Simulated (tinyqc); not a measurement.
## Margin needed against array size

Cells fail independently with probability Q(k) = erfc(k/sqrt(2))/2 when the margin is k standard deviations, and Y = exp(-Nb Q(k)). phi = exp(-k^2/2)/sqrt(2 pi).  k solves Y = exp(-Nb Q(k)); the estimate is sqrt(2 ln(Nb/(-ln Y))).

Inputs (values chosen for the exercise):

| symbol | value | unit | meaning |
|---|---|---|---|
| Y | 0.99 |  | wanted yield |

Result of one run:
```
Nb	allowed Q	k	estimate
16384	6.134e-7	4.851	5.349
```

What becomes of these results when the number of cells Nb is changed from 16384 to 4194304, all else the same?

Result of the changed run:
```
Nb	allowed Q	k	estimate
4194304	2.396e-9	5.854	6.301
```

The whole series:
```
Nb	allowed Q	k	estimate
1024	9.815e-6	4.269	4.802
16384	6.134e-7	4.851	5.349
262144	3.834e-8	5.375	5.844
4194304	2.396e-9	5.854	6.301
67108864	1.498e-10	6.299	6.726
1073741824	9.360e-12	6.716	7.127
17179869184	5.850e-13	7.109	7.506
```

A 1.68e7-fold larger array raises k only from 4.27 to 7.11; the last factor of 16 costs 0.39 standard deviations. The estimate, which drops the factor 1/(k sqrt(2 pi)) of the tail, is 12 % above k in the first row and 5.6 % above it in the last.

Computed by the program tinyqc: `OMP_NUM_THREADS=1 python tinyqc.py 2090149 2090150 out.jsonl`, one thread of a shared Intel Xeon 2.30GHz, about 0.01 s for the whole run.
